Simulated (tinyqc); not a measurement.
Two-sublattice mean-field magnet: ferrimagnet, compensation points and susceptibility: one step, computed by the program tinyqc.

A random alloy A(1-x)B(x) with H = -sum over pairs J S_i.S_j. a = <S_A> and b = <S_B> are taken along z, a > 0. Exchange fields: h_A = (1 - x) zJ_AA a + x zJ_AB b, h_B = (1 - x) zJ_AB a + x zJ_BB b; a = S_A B_(S_A)(S_A h_A/(k_B T)) and likewise for b, with the Brillouin function B_S(y) = [(2S + 1)/(2S)] coth[(2S + 1) y/(2S)] - [1/(2S)] coth[y/(2S)].

Task: Ordering temperature. Linearised, T (a, b) = M (a, b) with M_ij = S_i (S_i + 1) c_j zJ_ij/(3 k_B), c_A = 1 - x, c_B = x. T_c is the larger eigenvalue, and its eigenvector gives b/a at onset, (T_c - M_AA)/M_AB.

Inputs (values chosen for the exercise, for a model ferrimagnet):
```
quantity               value  unit
spin S_A                   1     -
spin S_B                 1.5     -
fraction x of B sites   0.21     -
z J_AA                  44.2   meV
z J_BB                   2.8   meV
z J_AB                   -17   meV
T over T_c              0.58     -
```

Constants: k_B = 8.617333262e-05 eV/K.

Give: M; eigenvalues; T_c; b/a at onset; T.

Result:

M (K):
```
        A      B
A   270.1  -27.6
B  -194.8    8.5
```

eigenvalues (K): -10.6  289.3

T_c = 289.3 K

b/a at onset = -0.6938

T = 167.8 K

The antiferromagnetic A-B coupling raises T_c by 19 K over that of A alone.
